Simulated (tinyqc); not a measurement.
Random telegraph noise from one oxide trap in a small MOSFET: two steps of the calculation.

An acceptor-like trap exchanges electrons with the channel. Inversion charge Q = Cox u, u = n Vt W0(exp((Vg - VT)/(n Vt))), W0 the Lambert function, n = nf, Cox = eps0 eox/tox; linear regime Id = (W/L) mu Q Vd. Relative to threshold the surface potential rises by Vt ln(u/u0) and the oxide voltage by the rest of Vg - VT, with u0 = n Vt W0(1).

Values chosen for this exercise; values of the order met in silicon transistors: temperature T = 300 K; relative permittivity of the gate insulator (close to hafnium oxide) eox = 22.2; insulator thickness tox = 11 nm; depth of the trap from the channel interface xt = 3.8 nm; body factor nf = 1.22; gate width W = 26 nm; gate length L = 22 nm; mobility mu = 100 cm^2/(V s); scattering coefficient of the charged trap asc = 2.4e-16 V s; drain voltage Vd = 0.05 V.

Constants: q = 1.602176634e-19 C, kB = 1.380649e-23 J/K, Vt = kB T/q, eps0 = 8.8541878128e-14 F/cm where lengths are in cm. Results are converted to the units shown.

Question 1. Step height. A = W L; threshold step dV = q (1 - xt/tox)/(Cox A); gm/Id = 1/(u + n Vt); relative step dI/I = (gm/Id) dV + asc mu/A. Id as defined.

u = 0.17581003 V
N = 1.9608405e12 cm^-2

Give: electrons in the channel N A; dV; gm/Id; number part of dI/I; dI/I; Id; dI.

Answer 1.

electrons in the channel N A = 11.216
dV = 10.260 mV
gm/Id = 4.8228 1/V
number part of dI/I = 4.9481 %
dI/I = 5.3677 %
Id = 1.8564 uA
dI = 99.647 nA

Question 2. Lorentzian spectrum. Spectrum S(f) = 4 dI^2/{(tc + te)[(1/tc + 1/te)^2 + (2 pi f)^2]}; corner fc = (1/tc + 1/te)/(2 pi); variance dI^2 tc te/(tc + te)^2. Give S at f = 0, at fc and at 10 fc.

tc = 7235.4038 s
te = 3104.4039 s
dI = 99.646823 nA

Give: fc; S(0); S(fc); S(10 fc); rms current.

Answer 2.

fc = 7.326e-5 Hz
S(0) = 1.813e-11 A^2/Hz
S(fc) = 9.064e-12 A^2/Hz
S(10 fc) = 1.795e-13 A^2/Hz
rms current = 45.67 nA

The rms value is 0.458 of the step; it reaches its largest share, 1/2, when tc = te.

Range of the model: VT is taken as given; short-channel effects and the uneven flow of current among few electrons are left out.

Computed by the program tinyqc: `OMP_NUM_THREADS=1 python tinyqc.py 2710146 2710147 out.jsonl`, one thread of a shared Intel Xeon 2.30GHz, about 0.01 s for the whole run.
